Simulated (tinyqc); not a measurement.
## Doping and barrier from two capacitances

Inverse problem. A Schottky diode on a uniformly doped n-type layer obeys (A/C)^2 = 2 (Vbi - V - Vt)/(q eps0 eps_r Nd) in reverse bias, with phiB = Vbi + Vt ln(Nc/Nd) and image force ignored. Find Nd, Vbi and phiB.

Parameters, values chosen for the exercise; band and dielectric values close to those of cadmium telluride:
- T = 250 K (temperature)
- eps_r = 10.3 (relative permittivity)
- Nc = 6.15e17 cm^-3 (conduction-band density of states at T)
- A = 0.00029 cm^2 (diode area)

Constants: q = 1.602176634e-19 C, kB = 1.380649e-23 J/K, Vt = kB T/q, eps0 = 8.8541878128e-14 F/cm where lengths are in cm. Results are converted to the units shown.

C at V = -0.4 and -4.1 V (pF): [14.472442, 6.7450602]

Answer. The slope of (A/C)^2 against -V gives Nd, the intercept Vbi - Vt, and the Fermi-level depth Vt ln(Nc/Nd) is added for the barrier.

Nd = 3.500e16 cm^-3
Vbi = 0.6483 V
phiB = 0.7100 eV

Program tinyqc, `OMP_NUM_THREADS=1 python tinyqc.py 2020169 2020170 out.jsonl`; Intel Xeon 2.30GHz, shared host, one thread, about 0.05 s.
